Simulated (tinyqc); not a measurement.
p-i-n junction, non-linear Poisson equation by Newton steps: starts and damping rules compared.

One dimension, p side on the left, n side on the right; net doping C = -Na for x < 0, 0 for 0 < x < Li and +Nd beyond. The potential psi is counted from the intrinsic level, and the quasi-Fermi potentials are flat: 0 for holes and -V for electrons, so n = ni exp((psi + V)/Vt) and p = ni exp(-psi/Vt) (Boltzmann statistics, full ionisation, no current). Under reverse bias this makes the minority densities vanishingly small everywhere; they play no part in the charge.

a_i = eps0 eps_r/h_i for the interval from node i to i + 1, with h_i = x_(i+1) - x_i in cm.

n_i = ni exp((psi_i + V)/Vt), p_i = ni exp(-psi_i/Vt), rho_i = p_i - n_i + C_i, g_i = (n_i + p_i)/Vt. Box widths w_i = (h_(i-1) + h_i)/2 in cm. Residual F_i = a_i (psi_(i+1) - psi_i) - a_(i-1) (psi_i - psi_(i-1)) + q rho_i w_i; Jacobian: a_(i-1) and a_i beside the diagonal, b_i = -a_(i-1) - a_i - q g_i w_i on it. The two end nodes are fixed.

Iterations until the largest undamped |d| is below 1e-9 V (the last, tiny step is counted), with a cap of 100; "overflow" would mean that an exponential left the range of double precision. Starts:
- neutral: psi_p = -Vt ln(Na/ni) on nodes with x < 0 and psi_n = Vt ln(Nd/ni) - V on the others.
- depletion: The parabolas of an abrupt Na-Nd junction in the depletion approximation: psi_p + q Na (x + xp)^2/(2 eps0 eps_r) for -xp < x < 0, psi_n - q Nd (xn - x)^2/(2 eps0 eps_r) for 0 < x < xn, flat outside, with W = sqrt(2 eps0 eps_r (psi_n - psi_p)(1/Na + 1/Nd)/q), xp = W Nd/(Na + Nd), xn = W Na/(Na + Nd), psi_p = -Vt ln(Na/ni), psi_n = Vt ln(Nd/ni) - V.
- linear: A straight line in x from psi_p = -Vt ln(Na/ni) at the first node to psi_n = Vt ln(Nd/ni) - V at the last.

Rules for the step d, which solves the tridiagonal system a_(i-1) d_(i-1) + b_i d_i + a_i d_(i+1) = -F_i:
- full Newton steps: the full step is added.
- logarithmic damping: each component d is damped to sign(d) Vt ln(1 + |d|/Vt) before it is added.
- steps capped at 4 Vt: if the largest |d| exceeds 4 Vt, the whole step is scaled down so that it equals 4 Vt.
- halved steps: half of the step is added while the largest |d| exceeds 1.5 Vt, the full step after that.

Parameters, values chosen for the exercise; band and dielectric values close to those of In0.53Ga0.47As:
```
symbol,value,unit,meaning
T,300,K,temperature
Eg,0.734,eV,band gap
eps_r,13.8,,relative permittivity
Nc,2.12e17,cm^-3,conduction-band density of states at T
Nv,7.83e18,cm^-3,valence-band density of states at T
Na,1.5e18,cm^-3,acceptor density of the p side
Nd,5e16,cm^-3,donor density of the n side
V,-3.3,V,bias of the p side against the n side
Li,640,nm,"width of the undoped layer, from x = 0 to Li"
```

Constants: q = 1.602176634e-19 C, kB = 1.380649e-23 J/K, Vt = kB T/q, eps0 = 8.8541878128e-14 F/cm where lengths are in cm. Results are converted to the units shown.

```
node	x (nm)	net doping C (cm^-3)
0	-42.5	-1.5e18
1	-29.5	-1.5e18
2	-18.9	-1.5e18
3	-10.1	-1.5e18
4	-2.95	-1.5e18
5	2.95	0
6	14.5	0
7	36.9	0
8	80.7	0
9	166	0
10	333	0
11	658	5e16
12	1290	5e16
```

ni = 8.80481e11 cm^-3

Iterations needed:
```
	full Newton steps	logarithmic damping	steps capped at 4 Vt	halved steps
neutral	9	44	49	15
depletion	7	30	28	12
linear	over 100	31	26	over 100
```

What does the table show?

The fewest iterations, 7, are needed by full Newton steps from the depletion start. No result within 100 iterations: full Newton steps from the linear start; halved steps from the linear start. Lowest count for the worst start: logarithmic damping, at most 44 iterations.

Computed by the program tinyqc: `OMP_NUM_THREADS=1 python tinyqc.py 2000005 2000006 out.jsonl`, one thread of a shared Intel Xeon 2.30GHz, about 0.09 s for the whole run.
